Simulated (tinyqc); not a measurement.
Ion-assisted plasma etching: sheath, surface coverage, synergy and aspect-ratio dependence: one step, computed by the program tinyqc. Command: `OMP_NUM_THREADS=1 python tinyqc.py 3005520 3005521 out.jsonl etch walk`. One thread of a shared host (Intel(R) Xeon(R) Processor @ 2.30GHz), about 0.05 s of CPU time with the checks.

Radicals adsorb on bare sites; ions remove covered sites with a high yield and bare sites by sputtering; a slow spontaneous reaction acts everywhere, walls included.

Question. Fluxes. Bohm speed u_B = sqrt(e T_e/M_i); ion flux G_i = 0.61 n_e u_B; radical flux G_n = n c/4 with c = sqrt(8 k_B T_g/(pi M_n)).

Inputs (values chosen for the exercise, close to those used for silicon in a halogen plasma):

| quantity | value | unit |
|---|---|---|
| plasma density n_e | 7.3e+09 | 1/cm^3 |
| electron temperature T_e | 3 | eV |
| ion mass M_i | 80 | u |
| radical density n | 9.7e+13 | 1/cm^3 |
| radical mass M_n | 80 | u |
| gas temperature T_g | 300 | K |

Feature: long trench.

Constants: e = 1.602176634e-19 C; u = 1.6605390666e-27 kg; k_B = 1.380649e-23 J/K.

Give: Bohm speed; ion flux G_i; radical speed c; radical flux G_n; flux ratio G_n/G_i.

Answer.

Bohm speed = 1.902e+05 cm/s

ion flux G_i = 8.470e+14 1/(cm^2 s)

radical speed c = 28178 cm/s

radical flux G_n = 6.833e+17 1/(cm^2 s)

flux ratio G_n/G_i = 806.7
